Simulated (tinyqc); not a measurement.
Band-to-band tunnelling and avalanche in a reverse-biased abrupt junction: one step, computed by the program tinyqc. Command: `OMP_NUM_THREADS=1 python tinyqc.py 3016506 3016507 out.jsonl zener walk`. One thread of a shared host (Intel(R) Xeon(R) Processor @ 2.30GHz), about 0.02 s of CPU time with the checks.

Direct Kane tunnelling in the local field (for indirect gaps the mass is an effective fit) and one ionisation coefficient for both carriers. N is the doping of the light side, or N_A N_D/(N_A + N_D) for the symmetric junction; the built-in voltage is taken as E_g/e.

Question. Kane coefficients and peak generation rate. E_g(T) = E_g - (T - 300 K)(-dE_g/dT); b(T) = b [1 + (rise)(T - 300 K)]; w = sqrt(2 eps eps_0 (V_R + E_g/e)/(e N)); F_m = 2 (V_R + E_g/e)/w; the field falls linearly from F_m to 0 across w. Kane: G(F) = A F^2 exp(-B/F), A = e^2 sqrt(m_r)/(18 pi hbar^2 sqrt(E_g)), B = pi sqrt(m_r) E_g^(3/2)/(2 e hbar), SI units; J = e int G dx x V_R/(V_R + E_g/e), the last factor making J vanish at zero bias; int G dx = (w/F_m) int_0^F_m G dF by 64 Gauss-Legendre points.

Inputs (values chosen for the exercise, modelled on In0.53Ga0.47As):
```
quantity                                  value   unit
band gap at 300 K, E_g                    0.739     eV
gap narrowing with temperature, -dE_g/dT   0.37  meV/K
reduced tunnelling mass m_r               0.021    m_0
reverse bias V_R                           0.42      V
temperature T                               200      K
```

Junction: one-sided.

peak field F_m = 0.1755786 MV/cm

Constants: e = 1.602176634e-19 C; m_0 = 9.1093837015e-31 kg; hbar = 1.054571817e-34 J s.

Give: A; B; B/F_m; G(F_m).

Answer.

A = 1.601e+20 1/(cm s V^2)

B = 5.637 MV/cm

B/F_m = 32.11

G(F_m) = 5.627e+16 1/(cm^3 s)

Caution: V_R is below E_g/e, so the field drops by more than a quarter along the tunnelling path and the local Kane formula overestimates the current.
